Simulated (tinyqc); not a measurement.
# Random telegraph noise from one oxide trap in a small MOSFET: effects of single changes

An acceptor-like trap exchanges electrons with the channel. Inversion charge Q = Cox u, u = n Vt W0(exp((Vg - VT)/(n Vt))), W0 the Lambert function, n = nf, Cox = eps0 eox/tox; linear regime Id = (W/L) mu Q Vd. Relative to threshold the surface potential rises by Vt ln(u/u0) and the oxide voltage by the rest of Vg - VT, with u0 = n Vt W0(1).

Values chosen for this exercise; values of the order met in silicon transistors:

| symbol | value | unit | meaning |
|---|---|---|---|
| T | 200 | K | temperature |
| eox | 3.9 |  | relative permittivity of the gate insulator (close to silicon dioxide) |
| tox | 3.6 | nm | insulator thickness |
| xt | 0.91 | nm | depth of the trap from the channel interface |
| E0 | 0.13 | eV | trap level above the channel Fermi level at threshold |
| s0 | 3e-16 | cm^2 | capture prefactor |
| EB | 0.24 | eV | capture barrier (lattice relaxation) |
| lt | 0.14 | nm | tunnelling decay length |
| vth | 1.2e7 | cm/s | thermal velocity |
| zi | 2.2 | nm | thickness of the inversion layer |
| VT | 0.53 | V | threshold voltage |
| nf | 1.37 |  | body factor |
| W | 270 | nm | gate width |
| L | 160 | nm | gate length |
| mu | 340 | cm^2/(V s) | mobility |
| asc | 9.7e-16 | V s | scattering coefficient of the charged trap |
| Vd | 0.05 | V | drain voltage |
| Vg | 0.91 | V | gate voltage |

Constants: q = 1.602176634e-19 C, kB = 1.380649e-23 J/K, Vt = kB T/q, eps0 = 8.8541878128e-14 F/cm where lengths are in cm. Results are converted to the units shown.

Each table varies one quantity; the others keep the values above.

## Time constants and noise against gate voltage

N = Cox u/q; dpsi = Vt ln(u/u0); E = E0 - dpsi - (xt/tox)(Vg - VT - dpsi); capture time tc = 1/[(N/zi) vth s0 exp(-xt/lt - EB/Vt)]; emission time te = tc exp(-E/Vt); occupancy te/(tc + te). A = W L; threshold step dV = q (1 - xt/tox)/(Cox A); gm/Id = 1/(u + n Vt); relative step dI/I = (gm/Id) dV + asc mu/A. fc = (1/tc + 1/te)/(2 pi); rms = (dI/I) sqrt(tc te)/(tc + te).

Time constants and noise against gate voltage:
```
Vg (V)     E (eV)   tc (s)    te (s)  occupancy  dI/I (%)  fc (Hz)  rms dI/I (%)
0.65      0.07531  0.08540  0.001081    0.01250    0.3335    149.2       0.03705
0.71      0.05443  0.05481  0.002329    0.04076    0.2548    71.24       0.05039
0.77      0.03513  0.03974  0.005177     0.1152    0.2112    34.75       0.06743
0.83      0.01675  0.03096   0.01172     0.2746    0.1840    18.72       0.08211
0.89    -0.001040  0.02526   0.02683     0.5151    0.1656    12.23       0.08278
0.95     -0.01841  0.02129   0.06196     0.7442    0.1525    10.04       0.06652
1.01     -0.03547  0.01837    0.1439     0.8868    0.1426    9.768       0.04518
1.07     -0.05231  0.01614    0.3358     0.9541    0.1349    10.33       0.02823
1.13     -0.06896  0.01439    0.7863     0.9820    0.1288    11.26       0.01712
```

What does the table show?

tc falls from 0.0854 to 0.0144 s as the channel fills and te rises from 0.00108 to 0.786 s; they are equal at Vg = 0.886 V, where E = 0. The rms noise goes from 0.0370 through a maximum of 0.0828 (at Vg = 0.89 V among the rows listed) to 0.0171 %. The slope -Vt d ln(tc/te)/dVg is 0.348 between the first two rows and 0.277 between the last two; it tends to xt/tox = 0.253 only when the surface potential stops moving.

## Effect of the gate length

Same model as above.

The same in every row: E (eV) = -0.006869; tc (s) = 0.02379; te (s) = 0.03544; occupancy = 0.5983; fc (Hz) = 11.18.

Results:
```
L (nm)  dI/I (%)  rms dI/I (%)
15         1.715        0.8407
25         1.029        0.5044
41        0.6274        0.3076
67        0.3839        0.1882
110       0.2339        0.1146
180       0.1429       0.07006
500      0.05145       0.02522
```

Estimate the missing row, L = 300 nm.

Computed row:
```
L (nm)  dI/I (%)  rms dI/I (%)
300      0.08575       0.04204
```

With this row back in the table: As L goes from 15 to 500, tc stays at 0.0238 s, te stays at 0.0354 s and dI/I falls from 1.71 to 0.0514 %. The step goes as 1/(W L), while the times do not depend on the size.

Range of the model: VT is taken as given; short-channel effects and the uneven flow of current among few electrons are left out.

Computed by the program tinyqc: `OMP_NUM_THREADS=1 python tinyqc.py 2710165 2710166 out.jsonl`, one thread of a shared Intel Xeon 2.30GHz, about 0.01 s for the whole run.
